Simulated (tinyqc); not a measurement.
A spin-degenerate level with charging energy between two leads, rate equations: two steps of the calculation.

States 0, up, down and 2 with energies 0, e1 - Ez/2, e1 + Ez/2 and 2 e1 + U. mu_L = +V/2, mu_R = -V/2 (meV), f(x) = 1/(1 + exp(x/kB T)). A transition that adds one electron of given spin at the energy E has the rate G f(E - mu) from each lead, and its reverse G [1 - f(E - mu)]. I counts electrons leaving the left lead, times q.

Parameters, values chosen for the exercise:
- U = 5.1 meV (charging energy of the second electron)
- e1 = 0.36 meV (level)
- T = 2.1 K (temperature)
- V = 3 mV (bias)
- Ez = 0 meV (Zeeman splitting)
- dt = 0.16 ns (time step)

Constants: q = 1.602176634e-19 C, kB = 1.380649e-23 J/K, Vt = kB T/q. Results are converted to the units shown.

Question 1. Transition energies and Fermi factors. Transition energies: 0-up e1 - Ez/2, 0-down e1 + Ez/2, up-2 e1 + U + Ez/2, down-2 e1 + U - Ez/2.

Find: E; fL; fR.

Answer 1.

| transition | E (meV) | fL | fR (1e-5) |
|---|---|---|---|
| 0-up | 0.360 | 0.9982 | 3.437 |
| 0-down | 0.360 | 0.9982 | 3.437 |
| up-2 | 5.460 | 0.0000 | 0.000 |
| down-2 | 5.460 | 0.0000 | 0.000 |

Question 2. Time step. Explicit Euler step: p(new) = p + dt W p.

W (1/ns):

|  | 0 | up | down | 2 |
|---|---|---|---|---|
| 0 | -0.4992000 | 1.7004000 | 1.7004000 | 0.0000000 |
| up | 0.2496000 | -1.7004000 | 0.0000000 | 1.9500000 |
| down | 0.2496000 | 0.0000000 | -1.7004000 | 1.9500000 |
| 2 | 0.0000000 | 0.0000000 | 0.0000000 | -3.9000000 |

p after step 1: 0 0.92012800, up 0.03993600, down 0.03993600, 2 0.00000000

Wanted: p after step 2.

Answer 2.

p after step 2: 0 0.8684, up 0.0658, down 0.0658, 2 0.0000

Range of the model: Rate equations need hbar G well below kB T; cotunnelling and the Kondo effect are left out.

Numbers from tinyqc (`OMP_NUM_THREADS=1 python tinyqc.py 2780124 2780125 out.jsonl`; about 0.01 s on one thread of a shared Intel Xeon 2.30GHz).
